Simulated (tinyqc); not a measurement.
Single-photon avalanche diode, trigger probability and counting: two steps of the calculation.

A multiplication layer of width W with the uniform field V/W; alpha = an exp(-bn/E) for electrons, beta = ap exp(-bp/E) for holes (local model, no dead space). a = alpha W, b = beta W. Electrons enter at x = 0, holes at x = W. P0 is the probability that an electron entering at 0 starts a lasting avalanche, PW the same for a hole entering at W.

Inputs (values chosen for the exercise); ionisation coefficients close to those of germanium:
```
symbol,value,unit,meaning
an,1.51e7,1/cm,electron prefactor
bn,1.6,MV/cm,electron field
ap,9.86e6,1/cm,hole prefactor
bp,1.3,MV/cm,hole field
W,2,um,width of the multiplication layer
Vx,3.8,V,excess bias
```

Question 1. Ionisation integrals at and above breakdown. Breakdown: ln(a/b) = a - b with a not equal to b. VB is given; V = VB + Vx.

breakdown voltage VB = 36.899490 V

Give: E at VB; a at VB; b at VB; E at V; a; b.

Answer 1.

E at VB = 0.18450 MV/cm
a at VB = 0.51727
b at VB = 1.7171
E at V = 0.20350 MV/cm
a = 1.1624
b = 3.3152

At VB, ln(a/b) = -1.200 equals a - b.

Question 2. Trigger probability by substitution. PW = P0 exp(b - a)/(1 - P0 + P0 exp(b - a)); P0(new) = 1 - (1 - PW)^(a/b).

P0 at the start = 0.3
a = 1.1624219
b = 3.3151970

Wanted: PW; P0 after iteration 1.

Answer 2.

PW = 0.7868
P0 after iteration 1 = 0.4183

Program tinyqc, `OMP_NUM_THREADS=1 python tinyqc.py 2630015 2630016 out.jsonl`; Intel Xeon 2.30GHz, shared host, one thread, about 0.01 s.
